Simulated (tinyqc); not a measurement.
Resistance of a tapered via with liner, size effect and interface: via resistance against the interface resistivity at the bottom.

A round via whose diameter grows from db at the bottom as D(z) = db + 2 z/tan(ang). The fill, of diameter D - 2 tl, starts above the bottom liner (thickness fb tl) and has rho = rho0 (1 + ks lam/(D - 2 tl)); the sidewall liner conducts in parallel with it. The bottom liner and the interface are crossed over the full area pi db^2/4. Spreading in the lines above and below is left out.

Slices between z0 = fb tl and hv, evaluated at their midpoints: conductance per length pi/4 [(D - 2 tl)^2/rho + (D^2 - (D - 2 tl)^2)/rl], slice resistance = slice height over that. 2000 slices. R_fill = sum of the slices; R_bottom = rl fb tl/(pi db^2/4); R_interface = ri/(pi db^2/4); ballistic (Sharvin) limit 1/(Sb pi (db - 2 tl)^2/4); ideal cylinder rho0 hv/(pi db^2/4).

Values chosen for this exercise; fill metal close to ruthenium: diameter at the bottom db = 39 nm; height hv = 71 nm; sidewall angle ang = 88 degrees; bulk resistivity of the fill rho0 = 7.84 uohm cm; mean free path of the fill lam = 6.59 nm; size-effect factor ks = 1.3; liner on the sidewall tl = 0 nm; liner at the bottom over that on the sidewall fb = 0.5; resistivity of the liner rl = 480 uohm cm; ballistic conductance per area, about 3/(4 rho0 lam) Sb = 1.5e15 S/m^2.

The same in every row: R_fill (ohm) = 4.9909; R_bottom (ohm) = 0; ballistic limit (ohm) = 0.55807.

Via resistance against the interface resistivity at the bottom:
```
ri (ohm cm^2)	R_interface (ohm)	R (ohm)	R over ideal cylinder	largest part
2e-13	0.016742	5.0077	1.0747	fill
5e-13	0.041855	5.0328	1.0801	fill
1e-12	0.083711	5.0746	1.0891	fill
2e-12	0.16742	5.1584	1.1070	fill
6e-12	0.50226	5.4932	1.1789	fill
1e-11	0.83711	5.8280	1.2507	fill
3e-11	2.5113	7.5023	1.6100	fill
```

What does the comparison show?

R rises from 5.01 to 7.50 ohm. The fill is the largest part at ri = 2e-13 and in all other rows. The share of the two bottom terms goes from 0.334 to 33.5 %.

tinyqc, about 0.01 s, one thread, Intel Xeon 2.30GHz (shared host): `OMP_NUM_THREADS=1 python tinyqc.py 2750174 2750175 out.jsonl`
